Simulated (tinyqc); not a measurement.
Sublattice potential against complex hopping: Haldane model. Computed by the program tinyqc. 

Honeycomb lattice:
```
parameter      value
t1 (eV)     2.800000
t2 (eV)     0.400000
phi (rad)  -0.900000
```

H_AA = delta - 2 t2 sum cos(k.b + phi), H_BB = -delta - 2 t2 sum cos(k.b - phi), H_AB = -t1 (1 + exp(-i k.a1) + exp(-i k.a2)), b = a1, a2 - a1, -a2, m = 3 sqrt3 t2 sin(phi); the sign of the Chern number follows the orientation k1 then k2.

Gaps at the two valleys (eV) and Chern number of the lower band (12 x 12 mesh):
```
delta    gap 2|delta - m|  gap 2|delta + m|  Chern number
-2.9310            2.6058            9.1182             0
-2.1160            0.9758            7.4882             0
-0.9770            1.3022            5.2102             1
0.0000             3.2562            3.2562             1
0.6510             4.5582            1.9542             1
1.2210             5.6982            0.8142             1
2.0350             7.3262            0.8138             0
3.2560             9.7682            3.2558             0
```

Here |m| = 1.6281 eV. For |delta| < |m| the two valleys have masses of opposite sign and the Chern number is +/-1; one gap closes at |delta| = |m|, and beyond it the band is trivial.
